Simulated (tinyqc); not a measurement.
Finite square well with mass mismatch (envelope functions), step by step. Values are carried at full precision from step to step, so a last printed digit may differ when a step is redone from the rounded ones.

A square well of width L and depth V0, mass mw inside and mb outside, energies from the bottom of the well, c = hbar^2/2m0. k = sqrt(mw E/c), kappa = sqrt(mb (V0 - E)/c). psi and psi'/m are continuous at the walls (BenDaniel-Duke), so level n solves k L + 2 atan[(k/mw)/(kappa/mb)] = n pi.

Constants: hbar^2/2m0 = 3.80998211 eV angstrom^2.

Values chosen for the exercise (near those of a strained Si well in SiGe; not measured data):
- L = 38 angstrom (well width)
- V0 = 0.175 eV (barrier height)
- mw = 0.892 m0 (mass in the well)
- mb = 0.942 m0 (mass in the barrier)
- alpha_w = 0.46 1/eV (non-parabolicity in the well)
- alpha_b = 0.45 1/eV (non-parabolicity in the barrier)

## How many levels are bound

At E = V0 the arctangent equals pi/2, so level n is bound if k0 L > (n - 1) pi with k0 = sqrt(mw V0/c). Compare with the infinitely deep well, E1(hard) = c (pi/L)^2/mw.

k0 = 0.20241 1/angstrom
k0 L/pi = 2.4484
number of bound levels = 3
E1(hard) = 0.0292 eV

The count does not depend on mb. One more level binds at L = 46.6 angstrom.

## The lowest level by bisection

f(E) = k L + 2 atan[(k/mw)/(kappa/mb)] - pi rises with E. Twelve halvings of [0, V0]: keep the half in which f changes sign.

Bisection:
```
step  low (eV)  high (eV)  midpoint (eV)        k    kappa        f
1      0.00000    0.17500        0.08750  0.14313  0.14708   3.8953
2      0.00000    0.08750        0.04375  0.10121  0.18014   1.7752
3      0.00000    0.04375        0.02187  0.07156  0.19457   0.3188
4      0.00000    0.02187        0.01094  0.05060  0.20140  -0.6999
5      0.01094    0.02187        0.01641  0.06198  0.19802  -0.1481
6      0.01641    0.02187        0.01914  0.06694  0.19630   0.0935
7      0.01641    0.01914        0.01777  0.06451  0.19716  -0.0250
8      0.01777    0.01914        0.01846  0.06574  0.19673   0.0348
9      0.01777    0.01846        0.01812  0.06512  0.19695   0.0051
10     0.01777    0.01812        0.01794  0.06482  0.19706  -0.0099
11     0.01794    0.01812        0.01803  0.06497  0.19700  -0.0024
12     0.01803    0.01812        0.01807  0.06505  0.19698   0.0013
```

After twelve halvings the bracket is V0/4096 = 0.043 meV wide.

## Bound levels

Solve the condition for each n (six at most). With A = cos(kL/2) for even and sin(kL/2) for odd levels, the probability in the barriers is Pb = (A^2/kappa)/(A^2/kappa + L/2 +/- sin(kL)/(2k)), + for even.

Levels:
```
n  parity  E (eV)  k (1/angstrom)  kappa (1/angstrom)      Pb
1    even  0.0181         0.06502             0.19699  0.0226
2     odd  0.0705         0.12846             0.16075  0.1018
3    even  0.1479         0.18611             0.08180  0.3326
```

The lowest level lies at 62 % of the infinite-well value and decays into the barrier over 1/kappa = 5.1 angstrom.

## Mass in the plane and density of states

To first order in the in-plane energy, 1/m_par = (1 - Pb)/mw + Pb/mb for each subband. Each adds a step D = m_par/(2 pi c) to the density of states per area (spin included, one valley); 1/angstrom^2 = 1e16/cm^2.

Subbands:
```
n  m_par (m0)  D (1e13/(eV cm^2))
1      0.8931              37.306
2      0.8968              37.464
3      0.9080              37.931
```

The mass is taken as isotropic here; the valleys of Si are not, and in the plane they have mt, about 0.19 m0, so their real steps are about five times smaller.

## Levels with energy-dependent masses

Non-parabolic bands: mw is replaced by mw (1 + alpha_w E) and mb by mb (1 - alpha_b (V0 - E)), in k, kappa and the matching condition alike.

Solve the same condition with the energy-dependent masses, and list the shift from the parabolic levels that exist in both.

Levels:
```
n  E (eV)  mass inside  mass outside  shift (meV)
1  0.0182       0.8995        0.8755          0.2
2  0.0697       0.9206        0.8973         -0.8
3  0.1430       0.9507        0.9284         -5.0
```

Level 1 moves by +0.2 meV and level 3 by -5.0 meV. The lighter mass deep in the barrier hardens the wall for low levels; the heavier mass in the well wins higher up.

## Checks

- Lowest level by finite differences (200 cells across the well) against the matching condition, eV: both 0.0181.

Program tinyqc; command `OMP_NUM_THREADS=1 python tinyqc.py 1251990 1251991 out.jsonl`; about 0.01 s on one thread of a shared Intel(R) Xeon(R) Processor @ 2.30GHz.
